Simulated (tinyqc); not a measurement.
Worked calculation: RKS/LDA (PW92) in the sto-3g basis, for H3+, spin multiplicity 1. One step of it, computed by the program tinyqc.

Question. Iteration 2: DIIS coefficients. Solve [B -1; -1 0][c; lambda] = [0; -1] for the coefficients, which sum to one.

B (overlaps of the stored error matrices):
```
,1,2
1,3.3368586e-03,-2.5083707e-03
2,-2.5083707e-03,1.8855829e-03
```

Give: DIIS coefficients.

Answer.

DIIS coefficients: 0.4291  0.5709
